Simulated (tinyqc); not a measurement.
Depletion-mode phase shifter in a rib waveguide and its Mach-Zehnder modulator: scaling both dopings.

A lateral p-n junction at x0 in a waveguide whose mode intensity is a Gaussian of rms width s about x = 0; p side at smaller x. Reverse bias removes carriers and raises the index. Abrupt junction, doping uniform over the whole mode, lumped electrode (no travelling-wave effects).

Free-carrier changes (empirical, N and P in cm^-3): |dn| = 8.5e-18 P^0.8 for holes, 8.8e-22 N for electrons; absorption 6e-18 P and 8.5e-18 N in 1/cm. W = sqrt(2 eps0 eps_r (Vb + V)(1/Na + 1/Nd)/q); edges xp = x0 - W Nd/(Na + Nd), xn = x0 + W Na/(Na + Nd); F(x) = [1 + erf(x/(sqrt(2) s))]/2. dneff = G {dn_h [F(xp(0)) - F(xp(V))] + dn_e [F(xn(V)) - F(xn(0))]}; VpiL = lam V/(2 dneff); loss = a0 + 4.343 G {a_h F(xp) + a_e [1 - F(xn)]} dB/cm at V; C = eps0 eps_r hr/W + Cf; fRC = 1/(2 pi Rs C). Nd = 0.2375 Na in every row.

Values chosen for this exercise; values close to those of silicon near 1550 nm:
- lam = 1550 nm (wavelength)
- eps_r = 11.7 (relative permittivity of the semiconductor)
- Vb = 0.94 V (built-in voltage)
- s = 150 nm (rms width of the lateral mode intensity)
- x0 = 90 nm (junction offset towards the n side)
- G = 1.02 (vertical confinement times ng/n)
- hr = 220 nm (rib height)
- Cf = 54 pF/m (fringe capacitance)
- Rs = 11.9 ohm mm (series resistance)
- V = 1 V (reverse bias)
- a0 = 1.9 dB/cm (passive loss)

Constants: q = 1.602176634e-19 C, eps0 = 8.8541878128e-14 F/cm where lengths are in cm. Results are converted to the units shown.

Scaling both dopings:

| Na (cm^-3) | dneff | VpiL (V cm) | loss (dB/cm) | VpiL x loss (V dB) | C (pF/m) | fRC (GHz) |
|---|---|---|---|---|---|---|
| 5e16 | 1.574e-5 | 4.923 | 2.536 | 12.49 | 98.57 | 135.7 |
| 9.4e16 | 1.899e-5 | 4.080 | 3.275 | 13.36 | 115.1 | 116.2 |
| 1.7e17 | 2.287e-5 | 3.389 | 4.624 | 15.67 | 136.2 | 98.20 |
| 3.3e17 | 2.867e-5 | 2.703 | 7.610 | 20.57 | 168.5 | 79.37 |
| 6.1e17 | 3.578e-5 | 2.166 | 13.05 | 28.27 | 209.7 | 63.78 |
| 1.1e18 | 4.453e-5 | 1.740 | 22.86 | 39.79 | 263.1 | 50.84 |
| 2.1e18 | 5.682e-5 | 1.364 | 43.34 | 59.12 | 342.9 | 39.01 |
| 4e18 | 7.263e-5 | 1.067 | 82.92 | 88.48 | 452.7 | 29.55 |

What does the table show?

As Na goes from 5e16 to 4e18 cm^-3, VpiL falls from 4.92 to 1.07 V cm, the loss rises from 2.54 to 82.9 dB/cm, their product rises from 12.5 to 88.5 V dB and fRC falls from 136 to 29.5 GHz. Rs is held fixed, though in a real device it falls with doping.

Computed by the program tinyqc: `OMP_NUM_THREADS=1 python tinyqc.py 2650019 2650020 out.jsonl`, one thread of a shared Intel Xeon 2.30GHz, about 0.01 s for the whole run.
